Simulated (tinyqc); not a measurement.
# Changing the density-of-states mass of one valley m

Model: scattering rates of a carrier in a spherical band by Fermi's golden rule. Computed by tinyqc, a small Python program. Command: `OMP_NUM_THREADS=1 python tinyqc.py 3026963 3026964 out.jsonl scatter sweep`. One thread of a shared host (Intel(R) Xeon(R) Processor @ 2.30GHz), about 0.01 s of CPU time with the checks.

All processes here are isotropic or elastic, and the rate listed is the momentum relaxation rate.

Inputs (values chosen for the exercise, modelled on electrons in silicon):
```
quantity,value,unit
non-parabolicity alpha,0.47,1/eV
static permittivity eps_s,11.7,-
density rho,2329,kg/m^3
sound velocity v_l,9220,m/s
acoustic deformation potential D_A,9.4,eV
phonon energy hbar w,62.1,meV
optical or intervalley deformation potential D_o,5.7,1e8 eV/cm
final valleys Z_f,5,-
ionised impurity density N_I,6.5e+17,1/cm^3
temperature T,77,K
carrier energy E,51,meV
neutral impurity density N_n,6.2e+17,1/cm^3
```

Crystal: non-polar. Band: Kane. Impurity formula: Brooks-Herring. Further scattering: neutral impurities.

Constants: k_B = 8.617333262e-05 eV/K; eps_0 = 8.8541878128e-12 F/m; k_B = 1.380649e-23 J/K; e = 1.602176634e-19 C; hbar = 1.054571817e-34 J s; m_0 = 9.1093837015e-31 kg; hbar = 6.582119569e-16 eV s.

Method:
- Phonon occupation N_q = 1/(exp(hbar w/(k_B T)) - 1).
- Debye screening by free carriers of density N_I: L_s = sqrt(eps_s eps_0 k_B T/(e^2 N_I)).
- Kane band: hbar^2 k^2/(2 m) = E (1 + alpha E), speed v = hbar k/(m (1 + 2 alpha E)), states per spin, volume and energy g(E) = m k (1 + 2 alpha E)/(2 pi^2 hbar^2); overlap factors are set to 1. Masses are multiplied by m_0 and all formulas are in SI units.
- Acoustic deformation potential (elastic, equipartition, absorption and emission together): 1/tau = 2 pi k_B T D_A^2 g(E)/(hbar rho v_l^2).
- Singly charged impurities, momentum relaxation: 1/tau = N_I e^4 m (1 + 2 alpha E) Phi/(8 pi (eps_s eps_0)^2 hbar^3 k^3), with alpha = 0 for a parabolic band.
- Brooks-Herring: Phi = ln(1 + b) - b/(1 + b), b = 4 k^2 L_s^2.
- Optical or intervalley deformation potential: 1/tau = (pi Z_f D_o^2/(rho w)) [N_q g(E + hbar w) + (N_q + 1) g(E - hbar w)], with g = 0 below the band edge.
- Neutral impurities (Erginsoy): 1/tau = 20 N_n a_B hbar/m, a_B = 4 pi eps_s eps_0 hbar^2/(m e^2).
- Rates add: 1/tau_m is the sum, and the mean free path is v tau_m.

One run for each value:
```
density-of-states mass of one valley m (m_0),acoustic rate (1/s),ionised-impurity rate (1/s),momentum relaxation time tau_m (fs),mean free path (nm)
0.11,1.3478e+11,1.9582e+12,13.24,5.162
0.15,2.1462e+11,2.1135e+12,23.91,7.983
0.20,3.3043e+11,2.2155e+12,40.38,11.677
0.28,5.4736e+11,2.2828e+12,70.59,17.252
0.38,8.6538e+11,2.2985e+12,107.30,22.512
0.52,1.3853e+12,2.2753e+12,143.90,25.810
0.71,2.2101e+12,2.2195e+12,161.41,24.776
0.97,3.5293e+12,2.1378e+12,151.15,19.850
```

Over the rows, acoustic rate (1/s) rises from 1.35e11 to 3.53e12 (exponent d ln y / d ln x about 1.5 throughout); ionised-impurity rate (1/s) goes from 1.96e12 through a maximum among these rows, 2.30e12 at 0.380, to 2.14e12; momentum relaxation time tau_m (fs) goes from 13.2 through a maximum among these rows, 161 at 0.710, to 151. The exponent of acoustic rate stays at 1.5: g(E) scales as m^(3/2).

Caution (rows 0.110, 0.150, 0.200, 0.280, 0.380, 0.520): the doping exceeds half the effective density of states of one valley, so Debye screening (where used) and free final states are rough assumptions. Caution (all rows): the largest acoustic phonon energy 2 hbar v_l k is not small against k_B T, so equipartition is a rough assumption. Caution (rows 0.110, 0.150): hbar/tau is more than half the carrier energy, so the golden rule and a sharp energy lose their meaning. Caution (all rows): Erginsoy's formula holds for k a_B below about 0.5 and for dopants that stay neutral, which means low temperature; elsewhere it is only a rough constant rate. Caution (rows 0.710, 0.970): k times the effective Bohr radius is below 1, so the Born approximation behind the Brooks-Herring rate is rough.

Extremes, crossings and ranges named in words are read from the listed rows.
